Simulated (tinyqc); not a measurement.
Worked calculation: electron-beam lithography: double-Gaussian proximity function, edge placement and dose correction for parallel lines. Computed by tinyqc, a small Python program that keeps every step. Command: `OMP_NUM_THREADS=1 python tinyqc.py 3112977 3112978 out.jsonl proximity walk`. One thread of a shared host (Intel(R) Xeon(R) Processor @ 2.30GHz), about 0.01 s of CPU time with the checks. Intermediate numbers are printed to about 7 digits and carried at full precision; extremes and crossings named in words are read from the listed rows.

Lines are infinitely long. Absorbed energy is counted so that the middle of a very large area written at dose 1 receives 1; the resist develops where it exceeds 1/2.

Inputs (values chosen for the exercise, of the order of those for 50 keV electrons in resist on silicon):
```
quantity                              value               unit
forward range alpha                   0.017         micrometre
backscatter range beta                  8.6         micrometre
backscatter ratio eta                  0.49                  -
base dose D0                            130  microcoulomb/cm^2
beam current                           0.17                 nA
pixel size                                2                 nm
width of the test line                 0.26         micrometre
pattern density around the test line   0.11                  -
```

line widths (micrometre): 0.045  4.5  2.9  0.039

gaps between the lines (micrometre): 0.079  2  9.2

Constants: e = 1.602176634e-19 C.

## Layout

The first line starts at x = 0; each next one starts after the width and the gap.

Lines (micrometre):
```
line  left edge    right edge        centre
1         0.000  4.500000e-02  2.250000e-02
2         0.124  4.624000e+00  2.374000e+00
3         6.624  9.524000e+00  8.074000e+00
4        18.724  1.876300e+01  1.874350e+01
```

## Interaction matrix

f(r) = [exp(-r^2/alpha^2)/alpha^2 + eta exp(-r^2/beta^2)/beta^2]/(pi (1 + eta)). A line from a to b at dose d gives E(x) = d [S(alpha) + eta S(beta)]/(1 + eta), S(s) = [erf((b - x)/s) - erf((a - x)/s)]/2. M_ij is the mean of E at the two edges of line i from line j at dose 1.

M:
```
           1          2          3          4
1  0.3364804  0.0883714  0.0262247  0.0000074
2  0.0008499  0.4244771  0.0398601  0.0000323
3  0.0004125  0.0620994  0.3958432  0.0001910
4  0.0000085  0.0029665  0.0136861  0.3360169
```

## Dose correction

Uncorrected edge energies are M 1. Solve M d = 1/2 for the doses d that put the mean edge energy of every line at the threshold.

edge energies at dose 1: 1 0.4510838, 2 0.4652194, 3 0.4585462, 4 0.3526780

corrected doses: 1 1.118966, 2 1.072938, 3 1.092947, 4 1.434004

largest over smallest dose = 1.336520

Line 4 needs the most and line 2 the least; a narrow isolated line much wider than alpha would need 1 + eta = 1.49.

## Printed widths

Edges are the roots of E(x) = 1/2 between a line centre and the middle of the next gap. Three cases: dose 1 everywhere; one common dose equal to the mean of d; the corrected doses.

Width error, printed less drawn (nm):
```
line  drawn width (nm)     dose 1  mean dose  corrected
1                   45   -4.42284   2.453146   1.00e-05
2                 4500   -3.13453   3.735059   2.83e-04
3                 2900   -3.74090   3.129805   4.42e-04
4                   39  -14.22097  -6.521530   1.00e-06
```

With the common mean dose the errors span 10.3 nm. With corrected doses the largest error is below 0.01 nm.

## Dose to size and latitude

A test line of width w << beta in surroundings of density rho, all at dose d: near its edge E(x) = d [S + eta rho]/(1 + eta), S = [erf((b - x)/alpha) - erf((a - x)/alpha)]/2 for edges a and b, the second term being the background energy. Dose to size d_s = (1 + eta)/(erf(w/alpha) + 2 eta rho), dose = d_s D0; edge slope d [1 - exp(-w^2/alpha^2)]/(sqrt(pi) alpha (1 + eta)); width change per 1 % of dose = 2 x 0.01 x (1/2)/slope.

dose to size d_s = 1.345008

dose = 174.8511 microcoulomb/cm^2

edge slope = 0.02995814 1/nm

width change per 1 % of dose = 0.3337991 nm

background energy = 0.04865499

The background supplies 10 % of the threshold.

## Shot noise and writing time

With dose = d_s D0: electrons per pixel N = dose x pixel area/e; relative noise 1/sqrt(N); time per cm^2 of pattern area = dose x density/current; pixel rate = current/(dose x pixel area).

electrons per pixel = 43.65338

shot noise = 15.13530 %

writing time per cm^2 = 31.42748 h

pixel rate = 24.30640 MHz

Checks made by the program: corrected edge energies (relative difference below 1e-10).
